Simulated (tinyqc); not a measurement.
Worked calculation: Hueckel theory of the pi electrons, for the molecule C=CC1=C(C=O)C=CC=CC1=C (SMILES; centres numbered as the heavy atoms are written). One step of it, computed by the program tinyqc.

Problem. Energy, charges, bond orders. E = sum n x; q_r = z_r - P_rr; bond order p = P_rs; free valence = sqrt(3) - sum of p over the bonds of the atom.

x values: [2.313558, 1.791449, 1.548018, 1.315205, 0.905898, 0.235922, -0.198295, -0.508059, -1.088725, -1.204732, -1.889985, -2.220255]

occupations: [2.000000, 2.000000, 2.000000, 2.000000, 2.000000, 2.000000, 0.000000, 0.000000, 0.000000, 0.000000, 0.000000, 0.000000]

charge and bond-order matrix P, order 1C, 2C, 3C, 4C, 5C, 6O, 7C, 8C, 9C, 10C, 11C, 12C:
```
[[0.856788, 0.859619, 0.152553, -0.271347, -0.154755, 0.189670, -0.016797, 0.198147, 0.044319, -0.173532, -0.108649, 0.017138],
 [0.859619, 1.009341, 0.479622, -0.018998, -0.081677, 0.034915, -0.073200, 0.027523, 0.024615, -0.064330, -0.003840, -0.108649],
 [0.152553, 0.479622, 0.833949, 0.596092, 0.170672, -0.236432, 0.025321, -0.246732, -0.081127, 0.194307, 0.415292, -0.020979],
 [-0.271347, -0.018998, 0.596092, 1.024626, 0.491951, -0.105993, 0.490209, 0.003884, -0.104559, -0.048872, 0.024314, -0.250190],
 [-0.154755, -0.081677, 0.170672, 0.491951, 0.696176, 0.738966, 0.051786, -0.118317, -0.006699, 0.053219, -0.050613, -0.194259],
 [0.189670, 0.034915, -0.236432, -0.105993, 0.738966, 1.541134, -0.116576, 0.041203, 0.039461, -0.008441, 0.005317, 0.199577],
 [-0.016797, -0.073200, 0.025321, 0.490209, 0.051786, -0.116576, 0.951403, 0.750699, 0.042837, -0.327771, -0.067649, 0.239552],
 [0.198147, 0.027523, -0.246732, 0.003884, -0.118317, 0.041203, 0.750699, 0.990357, 0.527488, 0.024060, -0.087212, 0.182541],
 [0.044319, 0.024615, -0.081127, -0.104559, -0.006699, 0.039461, 0.042837, 0.527488, 0.971580, 0.768047, 0.027518, -0.326764],
 [-0.173532, -0.064330, 0.194307, -0.048872, 0.053219, -0.008441, -0.327771, 0.024060, 0.768047, 0.975038, 0.447368, -0.155023],
 [-0.108649, -0.003840, 0.415292, 0.024314, -0.050613, 0.005317, -0.067649, -0.087212, 0.027518, 0.447368, 0.986803, 0.774132],
 [0.017138, -0.108649, -0.020979, -0.250190, -0.194259, 0.199577, 0.239552, 0.182541, -0.326764, -0.155023, 0.774132, 1.162805]]
```

Centres:
```
centre  z_r, pi electrons of the neutral centre         h
1C                                            1  0.000000
2C                                            1  0.000000
3C                                            1  0.000000
4C                                            1  0.000000
5C                                            1  0.000000
6O                                            1  1.000000
7C                                            1  0.000000
8C                                            1  0.000000
9C                                            1  0.000000
10C                                           1  0.000000
11C                                           1  0.000000
12C                                           1  0.000000
```

Bonds:
```
i    j  k
1    2  1
2    3  1
3    4  1
4    5  1
5    6  1
4    7  1
7    8  1
8    9  1
9   10  1
10  11  1
11  12  1
11   3  1
```

Give: pi energy = 12 alpha + this times beta; pi charges; Bond orders and lengths from R = 1.517 - 0.180 p; free valence of the carbons; gap between the highest filled and the next level.

Solution.

pi energy = 12 alpha + this times beta = 16.2201

pi charges: [0.1432, -0.0093, 0.1661, -0.0246, 0.3038, -0.5411, 0.0486, 0.0096, 0.0284, 0.0250, 0.0132, -0.1628]

Bond orders and lengths from R = 1.517 - 0.180 p (angstrom, C-C alone):
```
bond        p       R
1-2    0.8596  1.3623
2-3    0.4796  1.4307
3-4    0.5961  1.4097
4-5    0.4920  1.4284
5-6    0.7390       -
4-7    0.4902  1.4288
7-8    0.7507  1.3819
8-9    0.5275  1.4221
9-10   0.7680  1.3788
10-11  0.4474  1.4365
11-12  0.7741  1.3777
11-3   0.4153  1.4422
```

free valence of the carbons: [0.8724, 0.3928, 0.2410, 0.1538, 0.5011, 0.4911, 0.4539, 0.4365, 0.5166, 0.0953, 0.9579]

gap between the highest filled and the next level = 0.4342 |beta|
